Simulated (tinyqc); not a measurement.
Inside a calculation (part 2 of 2). Method: FCI on RHF in the 3-21g basis, for H3+, spin multiplicity 1. Computed by tinyqc, a small Python program that keeps every step (integrals from PySCF). Command: `OMP_NUM_THREADS=1 python tinyqc.py 26625 26626 out.jsonl` (the two numbers bound the seeds that draw the settings). One thread of a shared host (Intel(R) Xeon(R) Processor @ 2.60GHz), about 0.09 s of CPU time with the checks.

Geometry (angstrom):
```
atom        x        y         z
H     0.00000  0.00000   0.00000
H     0.00000  0.00000   0.77000
H     0.00000  0.00000  -0.77000
```

## FCI: roots

Occupation strings over the orbitals (2 doubly, a alpha, b beta, 0 empty; spin orbitals ordered 1a 1b 2a 2b ...): 200000 a0b000 a00b00 a0000b b0a000 b00a00 b0000a 020000 0a00b0 002000 00ab00 00a00b 00ba00 000200 000a0b 0b00a0 000020 00b00a 000b0a 000002

Given earlier and not repeated: H - E(HF) between determinants.

Diagonalise (each vector has its largest component positive (the first on a tie)); all determinants have Ms = 0, so triplets appear too. The lowest singlet root is the correlation energy.

lowest roots of this matrix, relative to E(HF) (hartree): -0.03300  0.75681  0.80517  0.99358  1.21723  1.31920  1.71693  1.81013

lowest vectors:
```
          root 1    root 2    root 3    root 4
200000   0.98814   0.00000   0.09154   0.09087
a0b000  -0.01105   0.69596   0.56543  -0.41053
a00b00  -0.01199  -0.03284   0.09412   0.10498
a0000b   0.00790  -0.10388  -0.05779  -0.07882
b0a000   0.01105   0.69596  -0.56543   0.41053
b00a00   0.01199  -0.03284  -0.09412  -0.10498
b0000a  -0.00790  -0.10388   0.05779   0.07882
020000  -0.12474   0.00000   0.56178   0.75501
0a00b0   0.04352   0.03075  -0.05618  -0.09004
002000  -0.02678   0.00000   0.04793  -0.16614
00ab00   0.01239   0.03880  -0.02474   0.00838
00a00b   0.02194   0.03626   0.00601   0.04392
00ba00  -0.01239   0.03880   0.02474  -0.00838
000200  -0.01836   0.00000  -0.02796  -0.02478
000a0b  -0.00927  -0.00109  -0.00796   0.02808
0b00a0  -0.04352   0.03075   0.05618   0.09004
000020  -0.02089   0.00000  -0.01261  -0.00962
00b00a  -0.02194   0.03626  -0.00601  -0.04392
000b0a   0.00927  -0.00109   0.00796  -0.02808
000002  -0.02519   0.00000  -0.03522  -0.00770
```

<S^2> of these roots: 0.00000  2.00000  0.00000  0.00000  2.00000  0.00000  2.00000  0.00000

weight of the ground state by excitation level 0, 1, 2, ...: 0.97643  0.00066  0.02292

## The lowest root by the Davidson method

Start from the reference; add the residual divided by (theta - H_ii), orthogonalised, at each step.

Davidson iterations:
```
iteration  subspace  lowest Ritz value (hartree)  residual norm
1                 1                            0       2.47e-01
2                 2                   -0.0318311       4.54e-02
3                 3                   -0.0329767       7.86e-03
4                 4                   -0.0329998       5.02e-04
5                 5                   -0.0329999       7.54e-05
6                 6                   -0.0329999       9.39e-06
7                 7                   -0.0329999       7.25e-07
8                 8                   -0.0329999       2.47e-08
```
